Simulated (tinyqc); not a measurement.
# Charge-trap memory cell: two studies

Channel, tunnel oxide, storage layer, blocking layer, gate. N electrons per area sit in a sheet at the centroid and shift the threshold by U = (q/eps0) N (tb/eb + xc tn/en). EOT = t1 + 3.9 (tn/en + tb/eb); tunnel field F = (Vg - U)/EOT; dN/dt = eta (J/q)(1 - N/Nm). Fowler-Nordheim: J = A F^2 exp(-B/F), A = q^2/(16 pi^2 hbar mo phi) (times 1e14 for A/cm^2 with F in V/nm, emitter mass m0), B = (4/3) sqrt(mo/C) phi^1.5, C = hbar^2/(2 m0).

Parameters, values chosen for the exercise; oxide values close to those of silicon dioxide, storage layer close to silicon nitride, blocking layer close to silicon dioxide:
- phi = 3.1 eV (tunnel barrier)
- mo = 0.42 m0 (tunnelling mass)
- t1 = 4 nm (tunnel oxide (permittivity 3.9))
- tn = 4.1 nm (storage layer)
- en = 7.5 (its relative permittivity)
- tb = 7.9 nm (blocking layer)
- eb = 3.9 (its relative permittivity)
- xc = 0.31 (charge centroid, share of tn counted from the blocking side)
- eta = 0.73 (capture efficiency of an empty layer)
- Nm = 2e13 cm^-2 (trap density)
- Vg = 16.5 V (gate voltage less flat band and surface potential)

Constants: q = 1.602176634e-19 C, hbar = 1.054571817e-34 J s, m0 = 9.1093837015e-31 kg, eps0 = 8.8541878128e-14 F/cm where lengths are in cm, hbar^2/(2 m0) = 0.0380998212 eV nm^2. Results are converted to the units shown.

Each table varies one quantity; the others keep the values above.

## Effect of the gate voltage

After 0.001 s. The rate equation is integrated from N = 0 to the digits shown; blocking field (3.9 F + q N/eps0)/eb.

Results:
```
Vg (V)	N/Nm	U (V)	F (V/nm)	blocking field (V/nm)
14.5	0.2148	1.707	0.9117	1.111
16.2	0.4107	3.262	0.9220	1.303
17.1	0.5131	4.076	0.9282	1.404
17.9	0.6024	4.785	0.9346	1.494
18.8	0.7000	5.561	0.9435	1.593
19.6	0.7831	6.221	0.9535	1.680
20.5	0.8697	6.909	0.9686	1.776
```

Estimate the missing row, Vg = 15.4 V.

Computed row:
```
Vg (V)	N/Nm	U (V)	F (V/nm)	blocking field (V/nm)
15.4	0.3185	2.530	0.9172	1.213
```

With this row back in the table: U rises from 1.71 to 6.91 V; the slope between neighbouring rows is at most 0.915 and 0.764 between the last two rows. In the upper rows it falls short of the 1 of a floating gate because capture weakens as the traps fill (87.0 % in the last row); where little charge has entered in the time given, the slope is small in any case. The blocking field reaches 17.8 MV/cm, where electrons may escape to the gate, which the model leaves out.

## Threshold shift against programming time

Same model as above.

Results:
```
t (s)	N/Nm	U (V)	F (V/nm)	blocking field (V/nm)
5.9e-7	0.02280	0.1811	1.163	1.184
3.1e-6	0.08083	0.6421	1.130	1.205
1.6e-5	0.1816	1.442	1.073	1.242
8.5e-5	0.2945	2.339	1.009	1.282
0.00045	0.3989	3.169	0.9501	1.320
0.0023	0.4904	3.896	0.8982	1.353
0.012	0.5732	4.553	0.8514	1.383
0.34	0.7152	5.682	0.7710	1.435
```

Estimate the missing row, t = 0.065 s.

Computed row:
```
t (s)	N/Nm	U (V)	F (V/nm)	blocking field (V/nm)
0.065	0.6488	5.154	0.8086	1.411
```

With this row back in the table: U rises from 0.181 to 5.68 V, by 0.734 V a decade at the end. In the last row the falling field has cut J by a factor of 1.13e5, and filling has cut the capture by 3.51. In 1 of the rows F t1 has dropped below phi, where direct tunnelling would add to the Fowler-Nordheim current. The blocking field reaches 14.3 MV/cm, where electrons may escape to the gate, which the model leaves out.

Range of the model: The Fowler-Nordheim form needs F t1 above phi; trap-assisted paths and leakage through the blocking layer are left out.

Numbers from tinyqc (`OMP_NUM_THREADS=1 python tinyqc.py 2130092 2130093 out.jsonl`; about 0.07 s on one thread of a shared Intel Xeon 2.30GHz).
